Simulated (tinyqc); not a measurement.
Random telegraph noise from one oxide trap in a small MOSFET: effect of the temperature.

An acceptor-like trap exchanges electrons with the channel. Inversion charge Q = Cox u, u = n Vt W0(exp((Vg - VT)/(n Vt))), W0 the Lambert function, n = nf, Cox = eps0 eox/tox; linear regime Id = (W/L) mu Q Vd. Relative to threshold the surface potential rises by Vt ln(u/u0) and the oxide voltage by the rest of Vg - VT, with u0 = n Vt W0(1).

N = Cox u/q; dpsi = Vt ln(u/u0); E = E0 - dpsi - (xt/tox)(Vg - VT - dpsi); capture time tc = 1/[(N/zi) vth s0 exp(-xt/lt - EB/Vt)]; emission time te = tc exp(-E/Vt); occupancy te/(tc + te). A = W L; threshold step dV = q (1 - xt/tox)/(Cox A); gm/Id = 1/(u + n Vt); relative step dI/I = (gm/Id) dV + asc mu/A. fc = (1/tc + 1/te)/(2 pi); rms = (dI/I) sqrt(tc te)/(tc + te). VT, nf, vth and mu are held fixed.

Parameters, values chosen for the exercise; values of the order met in silicon transistors: relative permittivity of the gate insulator (close to silicon dioxide) eox = 3.9; insulator thickness tox = 2 nm; depth of the trap from the channel interface xt = 0.64 nm; trap level above the channel Fermi level at threshold E0 = 0.05 eV; capture prefactor s0 = 2e-16 cm^2; capture barrier (lattice relaxation) EB = 0.53 eV; tunnelling decay length lt = 0.18 nm; thermal velocity vth = 1.2e7 cm/s; thickness of the inversion layer zi = 1.7 nm; threshold voltage VT = 0.45 V; body factor nf = 1.37; gate width W = 170 nm; gate length L = 67 nm; mobility mu = 140 cm^2/(V s); scattering coefficient of the charged trap asc = 0 V s; drain voltage Vd = 0.1 V; gate voltage Vg = 0.6 V.

Constants: q = 1.602176634e-19 C, kB = 1.380649e-23 J/K, Vt = kB T/q, eps0 = 8.8541878128e-14 F/cm where lengths are in cm. Results are converted to the units shown.

Effect of the temperature:

| T (K) | E (eV) | tc (s) | te (s) | occupancy | dI/I (%) | fc (Hz) | rms dI/I (%) |
|---|---|---|---|---|---|---|---|
| 180 | -0.021724 | 1.3912e6 | 5.6446e6 | 0.80227 | 0.40884 | 1.4260e-7 | 0.16284 |
| 210 | -0.023591 | 10720 | 39477 | 0.78644 | 0.40351 | 1.8878e-5 | 0.16537 |
| 240 | -0.025211 | 278.70 | 943.07 | 0.77189 | 0.39690 | 7.3982e-4 | 0.16655 |
| 270 | -0.026628 | 16.287 | 51.153 | 0.75850 | 0.38938 | 0.012883 | 0.16665 |
| 300 | -0.027876 | 1.6771 | 4.9299 | 0.74617 | 0.38125 | 0.12718 | 0.16592 |
| 330 | -0.028982 | 0.26061 | 0.72212 | 0.73481 | 0.37273 | 0.83109 | 0.16453 |
| 360 | -0.029967 | 0.055130 | 0.14485 | 0.72432 | 0.36400 | 3.9857 | 0.16265 |
| 390 | -0.030850 | 0.014782 | 0.037016 | 0.71462 | 0.35519 | 15.066 | 0.16040 |

As T goes from 180 to 390, tc falls from 1.39e6 to 0.0148 s, te falls from 5.64e6 to 0.0370 s and dI/I falls from 0.409 to 0.355 %. Activation energies over the table: 0.529 eV for capture (EB = 0.53 eV, altered by the change of N) and 0.543 eV for emission.

Range of the model: VT is taken as given; short-channel effects and the uneven flow of current among few electrons are left out.

Numbers from tinyqc (`OMP_NUM_THREADS=1 python tinyqc.py 2710110 2710111 out.jsonl`; about 0.01 s on one thread of a shared Intel Xeon 2.30GHz).
